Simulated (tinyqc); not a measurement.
Thermal stress, cracking, delamination and buckling of a thin film; Griffith cracks and misfitting inclusions: one step, computed by the program tinyqc. Command: `OMP_NUM_THREADS=1 python tinyqc.py 3027159 3027160 out.jsonl filmcrack walk`. One thread of a shared host (Intel(R) Xeon(R) Processor @ 2.30GHz), about 0.01 s of CPU time with the checks.

Isotropic linear elasticity; the substrate is much thicker than the film; stress is positive in tension.

Question. Channel cracks and edge delamination. Channel crack through the film: G = pi g G0, critical thickness where G = Gamma_f. Steady delamination from an edge: G = G0, critical thickness where G = Gamma_i.

Inputs (values chosen for the exercise, modelled on a porous low-k oxide on silicon):

| quantity | value | unit |
|---|---|---|
| deposition temperature T_d | 525 | K |
| final temperature T | 300 | K |
| film thickness h | 1.1 | micrometre |
| film toughness Gamma_f | 1.9 | J/m^2 |
| interface toughness Gamma_i | 2.5 | J/m^2 |

factor g = 0.8032194

G0 = 0.03992034 J/m^2

Give: driving force for channelling; critical thickness for channelling; critical thickness for delamination.

Answer.

driving force for channelling = 0.10073 J/m^2

critical thickness for channelling = 20.748 micrometre

critical thickness for delamination = 68.887 micrometre

As the film thickens, channel cracking comes first. At h the film is safe against both.
